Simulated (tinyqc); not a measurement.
Quarter-wave Bragg mirror and the threshold of a vertical cavity: two steps of the calculation.

N pairs of lossless layers, each a quarter wave thick at lam, in the order nH, nL from the incident medium n0 to the exit medium ns; normal incidence, no dispersion. At wavelength lam + dw each layer has the phase d = (pi/2) lam/(lam + dw) and the matrix [[cos d, i sin d/n], [i n sin d, cos d]].

Inputs (values chosen for the exercise); indices close to those of silicon and silicon dioxide: design wavelength lam = 1550 nm; high index nH = 3.447; low index nL = 1.439; number of pairs N = 4; index of the incident medium n0 = 1; index of the exit medium ns = 1.5; detuning of the light dw = 21 nm.

Problem 1. Thicknesses, peak reflectance and stop band. At the design wavelength Y = ns (nH/nL)^(2 N), T0 = 4 n0 Y/(n0 + Y)^2; stop band, to first order in its width, (4 lam/pi) arcsin((nH - nL)/(nH + nL)); layer thicknesses lam/(4 n).

Give: thickness of the high-index layer; thickness of the low-index layer; Y; T0; stop band.

Solution 1.

thickness of the high-index layer = 112.42 nm
thickness of the low-index layer = 269.28 nm
Y = 1626.1
T0 = 0.24569 %
stop band = 835.82 nm

Each further pair divides T0 by about (nH/nL)^2 = 5.74.

Problem 2. Matrix of one pair. The product of the two layer matrices in the order met by the light.

Wanted: M of one pair.

Solution 2.

M of one pair:
```
                 1                2
1  -0.4168+0.0000i   0.0000+0.0207i
2   0.0000+0.1026i  -2.3939+0.0000i
```

tinyqc, about 0.01 s, one thread, Intel Xeon 2.30GHz (shared host): `OMP_NUM_THREADS=1 python tinyqc.py 2650027 2650028 out.jsonl`
